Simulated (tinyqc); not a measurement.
Inside a calculation: carrier statistics of a doped semiconductor with parabolic bands. Values are carried at full precision from step to step, so a last printed digit may differ when a step is redone from the rounded ones.

Constants: kB = 8.617333262e-05 eV/K; hbar^2/2m0 = 3.80998211 eV angstrom^2.

Parameters, chosen for this exercise (near those of GaAs; the results hold for these values, not for the real material):
- Eg0 = 1.501 eV (gap at 0 K)
- al = 0.000534 eV/K (Varshni alpha)
- be = 198 K (Varshni beta)
- T = 150 K
- ml = 0.0706 m0 (longitudinal electron mass)
- mt = 0.0706 m0 (transverse electron mass)
- Mv = 1 (equivalent valleys)
- mhh = 0.521 m0 (heavy-hole mass)
- mlh = 0.0829 m0 (light-hole mass)
- ND = 2.4e+15 1/cm^3 (donors)
- NA = 1.4e+15 1/cm^3 (acceptors)
- ED = 0.0059 eV (donor level below Ec)
- EA = 0.0275 eV (acceptor level above Ev)

## Gap and thermal energy

Eg(T) = Eg0 - al T^2/(T + be) (Varshni).

Eg = 1.46647 eV
kT = 0.012926 eV

The gap has shrunk by 34.5 meV from 0 K and is 113.5 kT wide.

## Effective densities of states

m_de = Mv^(2/3) (ml mt^2)^(1/3); m_dh = (mhh^(3/2) + mlh^(3/2))^(2/3); N = 2 (m kB T/(4 pi c))^(3/2) with c = hbar^2/2m0, in 1/angstrom^3; times 1e24 for 1/cm^3.

m_de = 0.0706 m0
m_dh = 0.5428 m0
Nc = 1.6643e+17 1/cm^3
Nv = 3.5482e+18 1/cm^3

The light holes supply 6.0 % of Nv, and Nc/Nv = 0.0469.

## Intrinsic density and level

With Boltzmann statistics ni = sqrt(Nc Nv) exp(-Eg/2kT) and Ei = Eg/2 + (kT/2) ln(Nv/Nc), counted from Ev.

ni = 1.78e-07 1/cm^3
Ei = 0.7530 eV

Ei lies 19.8 meV above midgap, towards the band with the smaller density of states.

## Neutrality by bisection

Energies are counted from Ev, so Ec = Eg. n = Nc F_1/2((EF - Eg)/kT), p = Nv F_1/2(-EF/kT), ND+ = ND/(1 + 2 exp((EF - Eg + ED)/kT)), NA- = NA/(1 + 4 exp((EA - EF)/kT)); neutrality asks p + ND+ = n + NA-. F_j(eta) = (1/Gamma(j + 1)) integral_0^infinity x^j dx/(1 + exp(x - eta)), which tends to exp(eta) for eta << 0.

Start from the bracket [-0.2 eV, Eg + 0.2 eV]; at the midpoint EF take the sign of p + ND+ - n - NA-; where it is positive EF must rise. Fourteen steps are shown.

Bisection (eV, 1/cm^3):
```
step       low     high       EF         n         p       ND+       NA-  sign
1     -0.20000  1.66647  0.73324  3.85e-08  8.21e-07  2.40e+15  1.40e+15     +
2      0.73324  1.66647  1.19986  1.83e+08  1.72e-22  2.40e+15  1.40e+15     +
3      1.19986  1.66647  1.43316  1.23e+16  2.50e-30  1.94e+15  1.40e+15     -
4      1.19986  1.43316  1.31651  1.52e+12  2.08e-26  2.40e+15  1.40e+15     +
5      1.31651  1.43316  1.37484  1.39e+14  2.28e-28  2.39e+15  1.40e+15     +
6      1.37484  1.43316  1.40400  1.32e+15  2.39e-29  2.34e+15  1.40e+15     -
7      1.37484  1.40400  1.38942  4.28e+14  7.37e-29  2.38e+15  1.40e+15     +
8      1.38942  1.40400  1.39671  7.53e+14  4.19e-29  2.37e+15  1.40e+15     +
9      1.39671  1.40400  1.40036  9.97e+14  3.16e-29  2.36e+15  1.40e+15     -
10     1.39671  1.40036  1.39853  8.66e+14  3.64e-29  2.36e+15  1.40e+15     +
11     1.39853  1.40036  1.39944  9.30e+14  3.39e-29  2.36e+15  1.40e+15     +
12     1.39944  1.40036  1.39990  9.63e+14  3.28e-29  2.36e+15  1.40e+15     -
13     1.39944  1.39990  1.39967  9.46e+14  3.33e-29  2.36e+15  1.40e+15     +
14     1.39967  1.39990  1.39979  9.54e+14  3.31e-29  2.36e+15  1.40e+15     +
```

Each step halves the bracket, which is 0.228 meV wide at the last row.

## The neutral state

Solve the neutrality condition for EF to convergence.

EF = 1.3998 eV
n = 9.57e+14 1/cm^3
p = 3.30e-29 1/cm^3
ND+ = 2.36e+15 1/cm^3
NA- = 1.40e+15 1/cm^3

The material is n-type; 98.2 % of the donors are ionised. EF lies 5.16 kT inside the gap from the conduction edge, so Boltzmann statistics would serve; n p/(Nc Nv exp(-Eg/kT)) = 0.998.

## Checks

- F_1/2(1) by the trapezoid rule against adaptive quadrature: both 1.575641.
- Positive against negative charge at the solution (1/cm^3): both 2.35712e+15.

Computed by tinyqc, a small Python program: `OMP_NUM_THREADS=1 python tinyqc.py 1651088 1651089 out.jsonl` (the numbers bound the seed that draws the inputs); one thread of a shared host (Intel(R) Xeon(R) Processor @ 2.30GHz), about 0.01 s for the whole set of steps.
